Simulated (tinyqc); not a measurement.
Leakage through a gate insulator: direct, Fowler-Nordheim, trap-assisted and Poole-Frenkel currents: one step, computed by the program tinyqc.

Electrons enter from the cathode Fermi level at x = 0; the conduction band of the insulator lies phi_b - e F x above it, F = V/t. WKB exponents use a parabolic band with mass m.

Question. One trap at several depths. For a level a distance phi(x) below the band, the WKB exponent is 2 int kappa dx with kappa = sqrt(m phi/(hbar^2/2m_0)); for a linear barrier from phi_1 down to phi_2 = max(phi_1 - e F d, 0) it is G = (4/3) sqrt(m/(hbar^2/2m_0)) (phi_1^(3/2) - phi_2^(3/2))/(e F). A trap at depth x lies phi_t below the band. Capture: tunnel at the cathode Fermi level from 0 to x (G_in from phi_1 = phi_b), rate nu_0 exp(-G_in - E_c/k_B T) with E_c = E_a + max(phi_b - phi_t - e F x, 0), the last term being the height of the trap above the cathode Fermi level. Emission: tunnel from the trap level to the anode (G_out from phi_1 = phi_t over t - x), rate nu_0 exp(-G_out - E_a/k_B T). Re-emission to the cathode follows from detailed balance, rate_back = rate_in exp(dE/k_B T) with dE = phi_b - phi_t - e F x. Each trap passes R = rate_in rate_out/(rate_in + rate_back + rate_out) electrons per second; filling from the anode is left out. Depths: t times 0.08, 0.2, 0.32, 0.44, 0.56, 0.68, 0.8 and 0.92, rounded to 0.01 nm.

Inputs (values chosen for the exercise, with an insulator like Al2O3):
```
quantity                        value  unit
thickness t                       2.6    nm
barrier phi_b                    2.09    eV
tunnelling mass m                0.36   m_0
voltage across the insulator V    0.9     V
trap depth phi_t                 0.95    eV
attempt rate nu_0               8e+13   1/s
activation of capture E_a       0.071    eV
temperature T                     350     K
```

Constants: k_B = 8.617333262e-05 eV/K; hbar^2/(2 m_0) = 3.80998212 eV angstrom^2.

Give: Rates.

Answer.

Rates:
```
x (nm)   G_in  G_out  E_c (eV)  rate in (1/s)  rate back (1/s)  rate out (1/s)    R (1/s)
0.21     1.85  10.45     1.138      5.113e-04        1.195e+12       2.190e+08  9.370e-08
0.52     4.52   9.66     1.031      1.242e-03        8.269e+10       4.860e+08  7.255e-06
0.83     7.12   8.64     0.924      3.247e-03        6.163e+09       1.339e+09  5.796e-04
1.14     9.64   7.45     0.816      9.165e-03        4.957e+08       4.404e+09  8.238e-03
1.46    12.16   6.06     0.706      2.904e-02        3.991e+07       1.769e+10  2.898e-02
1.77    14.51   4.58     0.598      9.641e-02        3.776e+06       7.824e+10  9.641e-02
2.08    16.79   2.96     0.491      3.482e-01        3.886e+05       3.925e+11  3.482e-01
2.39    18.98   1.23     0.384      1.372e+00        4.365e+04       2.212e+12  1.372e+00
```

The most effective of these traps sits at 2.39 nm, 92 % of the way; where rate back exceeds rate out, re-emission drains the trap, and elsewhere the slower forward step limits R.
